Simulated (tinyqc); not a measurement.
What moves the efficiency: defect, radiative and Auger recombination at equal electron and hole densities (ABC model).

J/(e d) = Ae n + B n^2 + C n^3 with Ae = A + 4 S/w (four side walls, carriers spread evenly), e = 1.602176634e-19 C, lengths in cm; internal efficiency IQE = B n^2/(Ae n + B n^2 + C n^3); all injected carriers recombine in the layer.

Values chosen for the exercise (orders of magnitude like those quoted for GaAs; not measured data): A = 11000000 1/s (defect rate); B = 1.2e-10 cm^3/s (radiative coefficient); C = 5.5e-30 cm^6/s (Auger coefficient); S = 0 cm/s (recombination velocity of the side walls); w = 6.6 micrometre (side of the square mesa); d = 110 nm (active thickness); J = 150 A/cm^2 (current density).

IQE_max = Q/(Q + 2) with Q = B/sqrt(Ae C), reached at n = sqrt(Ae/C).

Results for these values:
```
case  n (1/cm^3)     IQE  IQE_max  J at the peak (A/cm^2)
base   7.844e+17  0.8674   0.8852                     478
```

What happens to each result for B = 1.8e-10 cm^3/s, all else kept?

Answer: n falls from 7.844e+17 to 6.516e+17; IQE rises from 0.8674 to 0.8979; IQE_max rises from 0.8852 to 0.9205; J at the peak rises from 478 to 689.

The same for each parameter in turn:
```
case                n (1/cm^3)     IQE  IQE_max  J at the peak (A/cm^2)
base                 7.844e+17  0.8674   0.8852                     478
A = 22000000 1/s     7.443e+17  0.7810   0.8451                1.00e+03
B = 1.8e-10 cm^3/s   6.516e+17  0.8979   0.9205                     689
C = 1.1e-29 cm^6/s   7.722e+17  0.8407   0.8451                     250
d = 220 nm           5.452e+17  0.8381   0.8852                     956
J = 450 A/cm^2       1.372e+18  0.8852   0.8852                     478
```

Run: tinyqc, `OMP_NUM_THREADS=1 python tinyqc.py 1651565 1651566 out.jsonl`; Intel(R) Xeon(R) Processor @ 2.30GHz, one thread, shared host; about 0.01 s of CPU time with all checks.
